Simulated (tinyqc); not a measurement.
Worked calculation: CIS on RHF in the sto-3g basis, frozen core, for BeH2, spin multiplicity 1. One step of it, computed by the program tinyqc.

Task: Integrals over molecular orbitals. (pq|rs) = sum C_ip C_jq C_kr C_ls (ij|kl), one index at a time.

coefficients C:
```
               MO1        MO2        MO3        MO4       MO5        MO6        MO7
1Be 1s    0.991764  -0.220301   0.019143   0.009591  0.000000  -0.221996  -0.004617
1Be 2s    0.031769   0.564479  -0.055363  -0.042807  0.000000   1.190920   0.052789
1Be 2px   0.000000   0.000000   0.000000   0.000000  1.000000   0.000000   0.000000
1Be 2py   0.000000   0.045799   0.499495   0.000291  0.000000  -0.024171   1.399459
1Be 2pz  -0.000011   0.004878  -0.000474   0.999080  0.000000   0.046645   0.001152
2H 1s    -0.003037   0.429439   0.370184   0.018298  0.000000  -0.784376  -1.020358
3H 1s    -0.003268   0.354138  -0.445333   0.018610  0.000000  -0.815733   0.951518
```

core Hamiltonian H = T + V (hartree), lower triangle:
```
            1Be 1s     1Be 2s    1Be 2px    1Be 2py    1Be 2pz      2H 1s      3H 1s
1Be 1s   -8.635950
1Be 2s   -2.131783  -2.825781
1Be 2px   0.000000   0.000000  -2.283060
1Be 2py  -0.000867  -0.004180   0.000000  -2.507794
1Be 2pz  -0.000706  -0.005961   0.000000  -0.000060  -2.283156
2H 1s    -0.553856  -1.263235   0.000000  -1.308695  -0.027632  -2.204622
3H 1s    -0.512639  -1.212911   0.000000   1.272205  -0.027112  -0.112740  -2.167303
```

Two-electron integrals (ij|kl) in chemists' order, unique and non-zero (hartree):
```
(11|11) 2.298831    (21|11) 0.392036    (21|21) 0.079539    (22|11) 0.570988
(22|21) 0.143041    (22|22) 0.417683    (31|31) 0.014607    (32|31) 0.021888
(32|32) 0.092265    (33|11) 0.569578    (33|21) 0.143083    (33|22) 0.417589
(33|33) 0.449859    (41|41) 0.014607    (42|41) 0.021888    (42|42) 0.092265
(43|43) 0.024249    (44|11) 0.569578    (44|21) 0.143083    (44|22) 0.417589
(44|33) 0.401360    (44|44) 0.449859    (51|51) 0.014607    (52|51) 0.021888
(52|52) 0.092265    (53|53) 0.024249    (54|54) 0.024249    (55|11) 0.569578
(55|21) 0.143083    (55|22) 0.417589    (55|33) 0.401360    (55|44) 0.401360
(55|55) 0.449859    (61|11) 0.099561    (61|21) 0.020182    (61|22) 0.036559
(61|33) 0.036292    (61|41) 0.001810    (61|42) 0.003383    (61|44) 0.037112
(61|51) 0.000037    (61|52) 0.000070    (61|54) 0.000017    (61|55) 0.036293
(61|61) 0.005377    (62|11) 0.221024    (62|21) 0.056070    (62|22) 0.175847
(62|33) 0.169431    (62|41) 0.007373    (62|42) 0.043437    (62|44) 0.188515
(62|51) 0.000152    (62|52) 0.000895    (62|54) 0.000393    (62|55) 0.169439
(62|61) 0.015722    (62|62) 0.106290    (63|31) 0.005404    (63|32) 0.024625
(63|43) 0.007720    (63|53) 0.000159    (63|63) 0.010377    (64|11) 0.229957
(64|21) 0.059093    (64|22) 0.194491    (64|33) 0.182983    (64|41) 0.012079
(64|42) 0.067946    (64|44) 0.217300    (64|51) 0.000138    (64|52) 0.000893
(64|54) 0.000548    (64|55) 0.182991    (64|61) 0.017403    (64|62) 0.134281
(64|64) 0.176163    (65|11) 0.004738    (65|21) 0.001218    (65|22) 0.004007
(65|33) 0.003770    (65|41) 0.000138    (65|42) 0.000893    (65|44) 0.004159
(65|51) 0.005407    (65|52) 0.024643    (65|54) 0.007728    (65|55) 0.004088
(65|61) 0.000359    (65|62) 0.002767    (65|64) 0.003416    (65|65) 0.010448
(66|11) 0.385929    (66|21) 0.099728    (66|22) 0.348632    (66|33) 0.323298
(66|41) 0.016133    (66|42) 0.119885    (66|44) 0.398987    (66|51) 0.000332
(66|52) 0.002470    (66|54) 0.001559    (66|55) 0.323331    (66|61) 0.028852
(66|62) 0.262569    (66|64) 0.353544    (66|65) 0.007284    (66|66) 0.774606
(71|11) 0.092092    (71|21) 0.018671    (71|22) 0.033838    (71|33) 0.033594
(71|41) -0.001666   (71|42) -0.003126   (71|44) 0.034346    (71|51) 0.000035
(71|52) 0.000065    (71|54) -0.000016   (71|55) 0.033594    (71|61) 0.004534
(71|62) 0.012274    (71|64) 0.012410    (71|65) 0.000282    (71|66) 0.021477
(71|71) 0.004601    (72|11) 0.211154    (72|21) 0.053605    (72|22) 0.168991
(72|33) 0.162733    (72|41) -0.007040   (72|42) -0.042090   (72|44) 0.181347
(72|51) 0.000146    (72|52) 0.000876    (72|54) -0.000387   (72|55) 0.162741
(72|61) 0.012678    (72|62) 0.055229    (72|64) 0.055146    (72|65) 0.001419
(72|66) 0.101469    (72|71) 0.013913    (72|72) 0.099411    (73|31) 0.005078
(73|32) 0.023364    (73|43) -0.007410   (73|53) 0.000154    (73|63) 0.004317
(73|73) 0.009500    (74|11) -0.222181   (74|21) -0.057121   (74|22) -0.188937
(74|33) -0.177745   (74|41) 0.011499    (74|42) 0.065709    (74|44) -0.211121
(74|51) -0.000134   (74|52) -0.000881   (74|54) 0.000540    (74|55) -0.177753
(74|61) -0.012982   (74|62) -0.055988   (74|64) -0.053414   (74|65) -0.001414
(74|66) -0.101023   (74|71) -0.015543   (74|72) -0.126767   (74|74) 0.167510
(75|11) 0.004622    (75|21) 0.001188    (75|22) 0.003931    (75|33) 0.003698
(75|41) -0.000134   (75|42) -0.000881   (75|44) 0.004084    (75|51) 0.005080
(75|52) 0.023383    (75|54) -0.007418   (75|55) 0.004006    (75|61) 0.000296
(75|62) 0.001441    (75|64) 0.001417    (75|65) 0.004353    (75|66) 0.002714
(75|71) 0.000323    (75|72) 0.002637    (75|74) -0.003287   (75|75) 0.009568
(76|11) 0.019140    (76|21) 0.004732    (76|22) 0.013321    (76|33) 0.013110
(76|41) -0.000007   (76|42) -0.000054   (76|44) 0.013736    (76|51) 0.000025
(76|52) 0.000121    (76|54) -7.44e-07   (76|55) 0.013111    (76|61) 0.001214
(76|62) 0.005729    (76|64) 0.006427    (76|65) 0.000163    (76|66) 0.011642
(76|71) 0.001125    (76|72) 0.005565    (76|74) -0.006335   (76|75) 0.000161
(76|76) 0.000433    (77|11) 0.376676    (77|21) 0.097389    (77|22) 0.342971
(77|33) 0.318044    (77|41) -0.015471   (77|42) -0.117695   (77|44) 0.392522
(77|51) 0.000322    (77|52) 0.002448    (77|54) -0.001549   (77|55) 0.318076
(77|61) 0.022693    (77|62) 0.104142    (77|64) 0.102179    (77|65) 0.002741
(77|66) 0.192187    (77|71) 0.026029    (77|72) 0.253092    (77|74) -0.343512
(77|75) 0.007146    (77|76) 0.011642    (77|77) 0.774606
```

Give: one-electron integrals over orbitals h = C^T H C; Two-electron integrals over orbitals.

Result:

one-electron integrals over orbitals h = C^T H C (hartree), lower triangle:
```
        1       2       3       4       5       6       7
1  -8.624
2   0.220  -2.431
3  -0.020  -0.007  -2.385
4  -0.010   0.002   0.000  -2.283
5   0.000   0.000   0.000   0.000  -2.283
6   0.197  -0.187   0.031  -0.011   0.000  -1.913
7   0.003  -0.026  -0.288   0.000   0.000   0.003  -1.819
```

Two-electron integrals over orbitals (pq|rs), unique and non-zero (hartree); the lowest 1 orbital is frozen and left out:
```
(22|22) 0.400       (32|22) 0.032       (32|32) 0.158       (33|22) 0.401
(33|32) -0.027      (33|33) 0.435       (42|22) 2.14e-03    (42|32) 2.08e-04
(42|33) 2.07e-03    (42|42) 0.049       (43|22) 2.83e-04    (43|32) 2.41e-03
(43|33) -6.39e-04   (43|42) -3.00e-03   (43|43) 0.015       (44|22) 0.366
(44|32) 1.44e-04    (44|33) 0.352       (44|42) -0.005      (44|43) 5.48e-04
(44|44) 0.450       (52|52) 0.049       (53|52) -3.00e-03   (53|53) 0.014
(54|52) -1.80e-03   (54|53) 1.71e-04    (54|54) 0.024       (55|22) 0.366
(55|32) 1.42e-04    (55|33) 0.352       (55|42) -1.59e-03   (55|43) 2.07e-04
(55|44) 0.401       (55|55) 0.450       (62|22) -0.024      (62|32) -0.010
(62|33) -0.044      (62|42) -6.19e-04   (62|43) -3.23e-05   (62|44) 0.055
(62|55) 0.055       (62|62) 0.078       (63|22) -0.016      (63|32) -0.092
(63|33) 0.021       (63|42) -1.87e-05   (63|43) -2.03e-03   (63|44) -0.008
(63|55) -0.008      (63|62) -3.16e-03   (63|63) 0.085       (64|22) 8.00e-04
(64|32) 7.01e-05    (64|33) -5.45e-04   (64|42) 0.047       (64|43) -4.67e-03
(64|44) -1.25e-03   (64|55) 1.22e-03    (64|62) 4.17e-03    (64|63) -5.59e-04
(64|64) 0.050       (65|52) 0.047       (65|53) -4.70e-03   (65|54) -1.24e-03
(65|65) 0.051       (66|22) 0.392       (66|32) -0.005      (66|33) 0.405
(66|42) 0.005       (66|43) -6.08e-04   (66|44) 0.364       (66|55) 0.365
(66|62) -0.032      (66|63) 0.008       (66|64) 3.42e-03    (66|66) 0.409
(72|22) -0.010      (72|32) -0.043      (72|33) 4.03e-03    (72|42) -5.27e-04
(72|43) -2.23e-03   (72|44) 0.006       (72|55) 0.006       (72|62) 0.013
(72|63) 0.060       (72|64) 1.87e-04    (72|66) -1.29e-03   (72|72) 0.057
(73|22) -4.02e-03   (73|32) -2.89e-04   (73|33) -0.020      (73|42) -3.21e-03
(73|43) 4.92e-04    (73|44) 0.061       (73|55) 0.061       (73|62) 0.073
(73|63) -0.013      (73|64) 1.56e-03    (73|66) -0.025      (73|72) 0.005
(73|73) 0.083       (74|22) -1.02e-03   (74|32) -0.005      (74|33) 1.02e-03
(74|42) 2.63e-03    (74|43) 0.013       (74|44) -8.19e-05   (74|55) -1.75e-06
(74|62) 3.76e-04    (74|63) 3.28e-03    (74|64) 9.73e-04    (74|66) 3.28e-04
(74|72) 8.88e-04    (74|73) 4.63e-05    (74|74) 0.017       (75|52) 2.64e-03
(75|53) 0.013       (75|54) -4.03e-05   (75|65) 9.85e-04    (75|75) 0.017
(76|22) 0.026       (76|32) 0.139       (76|33) -0.027      (76|42) 3.53e-04
(76|43) 2.76e-03    (76|44) 3.32e-04    (76|55) 3.43e-04    (76|62) -0.008
(76|63) -0.094      (76|64) 2.71e-04    (76|66) -0.007      (76|72) -0.054
(76|73) 1.55e-03    (76|74) -4.79e-03   (76|76) 0.139       (77|22) 0.424
(77|32) 0.009       (77|33) 0.439       (77|42) 4.63e-04    (77|43) 1.27e-04
(77|44) 0.389       (77|55) 0.388       (77|62) -0.033      (77|63) -2.72e-03
(77|64) -1.38e-03   (77|66) 0.430       (77|72) -0.006      (77|73) -0.007
(77|74) -2.51e-04   (77|76) 0.006       (77|77) 0.482
```
